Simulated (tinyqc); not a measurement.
From results to parameters: two-site tight-binding chain. Computed by the program tinyqc.

Problem. A two-site chain has site energies +delta (A) and -delta (B) and hoppings t1 > t2 > 0, so E = +/- sqrt(delta^2 + |t1 + t2 exp(-ika)|^2). Find delta, t1 and t2.

upper band at k = 0 = 3.457875 eV
upper band at the zone edge = 1.131592 eV
weight of the upper band on site A at the zone edge = 0.778369

Solution. The weight on A is (1 + delta/E)/2, which gives delta; then t1 + t2 = sqrt(E(0)^2 - delta^2) and t1 - t2 = sqrt(E(edge)^2 - delta^2).

delta, t1, t2 (eV): 0.630  2.170  1.230
